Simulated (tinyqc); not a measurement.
Bandgap voltage reference from two bipolar transistors: output against temperature.

Two transistors of area 1 and N carry the same current I. Is(T) = Is (T/T0)^eta exp[(Vg0 q/kB)(1/T0 - 1/T)], VBE1 = Vt ln(I/Is(T)) + I rb, VBE2 = Vt ln(I/(N Is(T))) + I rb/N. The amplifier forces I R1(T) = VBE1 - VBE2 + Vos, with R(T) = R (1 + tc (T - T0)) for both resistors, and the output is Vref = VBE1 + I R2(T). Base currents and the Early effect are neglected.

Vt = kB T/q; I = (Vt ln N + Vos)/(R1(T) - rb (1 - 1/N)).

Values chosen for this exercise; values of the order met in silicon bipolar transistors:
- T0 = 300 K (reference temperature)
- Vg0 = 1.172 V (band-gap voltage extrapolated to 0 K)
- eta = 4 (temperature exponent of the saturation current)
- Is = 3.1e-16 A (saturation current of the unit transistor at T0)
- N = 24 (area ratio of the second transistor)
- R1 = 2.1 kohm (resistor across which the difference of VBE falls, at T0)
- tc = 1500 ppm/K (temperature coefficient of both resistors)
- Vos = 0 mV (offset of the amplifier)
- rb = 0 ohm (series resistance of the unit transistor)
- R2 = 14.58 kohm (output resistor at T0)

Constants: q = 1.602176634e-19 C, kB = 1.380649e-23 J/K. Results are converted to the units shown.

Result of one run:
```
T (K)  I (uA)  VBE1 (V)  I R2 (V)  Vref (V)  Vref - Vref(T0) (mV)  dVref/dT (uV/K)
348    42.335   0.56358   0.66169    1.2253               -5.9614          -147.42
```

What becomes of these results when the temperature T is changed from 348 to 298 K, all else the same?

Result of the changed run:
```
T (K)  I (uA)  VBE1 (V)  I R2 (V)  Vref (V)  Vref - Vref(T0) (mV)  dVref/dT (uV/K)
298    38.979   0.66481   0.56662    1.2314               0.19763          -97.748
```

The whole series:
```
T (K)  I (uA)  VBE1 (V)  I R2 (V)  Vref (V)  Vref - Vref(T0) (mV)  dVref/dT (uV/K)
218    32.417   0.82099   0.41450    1.2355                4.2714          0.62101
233    33.781   0.79232   0.44303    1.2353                4.1236          -20.117
253    35.497   0.75363   0.48105    1.2347                3.4598          -45.934
273    37.105   0.71444   0.51908    1.2335                2.2983          -69.934
298    38.979   0.66481   0.56662    1.2314               0.19763          -97.748
323    40.718   0.61450   0.61415    1.2287               -2.5717          -123.48
348    42.335   0.56358   0.66169    1.2253               -5.9614          -147.42
373    43.843   0.51208   0.70922    1.2213               -9.9299          -169.81
398    45.252   0.46003   0.75676    1.2168               -14.441          -190.85
423    46.571   0.40747   0.80429    1.2118               -19.462          -210.68
```

VBE1 falls by 2.02 mV/K on average and I R2 rises by 1.90 mV/K. The slope of Vref vanishes at T = 218 K. Between 233 and 398 K Vref spans 18.6 mV, or 91.6 ppm/K by the box method (span over the average over T, over 165 K).

Numbers from tinyqc (`OMP_NUM_THREADS=1 python tinyqc.py 2062099 2062100 out.jsonl`; about 0.02 s on one thread of a shared Intel Xeon 2.30GHz).
